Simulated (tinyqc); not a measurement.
Band bending at a free surface with a continuum of surface states, surface photovoltage and Kelvin probe: one step of the calculation.

n-type bulk, xi = Ec - EF = Vt ln(Nc/Nd), p0 = ni^2/Nd, ni = sqrt(Nc Nv) exp(-Eg/(2 Vt)), Eg in volts. b is the upward band bending, u = b/Vt. Space charge per area, in units of q: Qc = sign(b) sqrt((2 eps0 eps_r Vt/q) [(Nd + dn)(exp(-u) - 1) + Nd u + (p0 + dn)(exp(u) - 1)]), with dn the excess density under light (flat quasi-Fermi levels; 0 in the dark). The states hold -Ds (E0 - xi - b): negative while the Fermi level lies above the neutrality level. Neutrality: Qc + Qf + (charge of the states) = 0.

Task. Bulk quantities. xi, ni, p0, the Debye length sqrt(eps0 eps_r Vt/(q Nd)) and the flat-band work function chi + xi.

Parameters, values chosen for the exercise; band and dielectric values those of a made-up semiconductor:
- T = 350 K (temperature)
- Eg = 1.14 eV (band gap)
- eps_r = 13.5 (relative permittivity)
- Nc = 6e17 cm^-3 (conduction-band density of states at T)
- Nv = 1.23e19 cm^-3 (valence-band density of states at T)
- chi = 4.41 eV (electron affinity)
- Nd = 1.2e15 cm^-3 (donor density)

Constants: q = 1.602176634e-19 C, kB = 1.380649e-23 J/K, Vt = kB T/q, eps0 = 8.8541878128e-14 F/cm where lengths are in cm. Results are converted to the units shown.

Wanted: xi; ni; p0; Debye length; chi + xi.

Result.

xi = 0.18744 eV
ni = 1.6842e10 cm^-3
p0 = 2.3637e5 cm^-3
Debye length = 136.94 nm
chi + xi = 4.5974 eV

Program tinyqc, `OMP_NUM_THREADS=1 python tinyqc.py 2430074 2430075 out.jsonl`; Intel Xeon 2.30GHz, shared host, one thread, about 0.01 s.
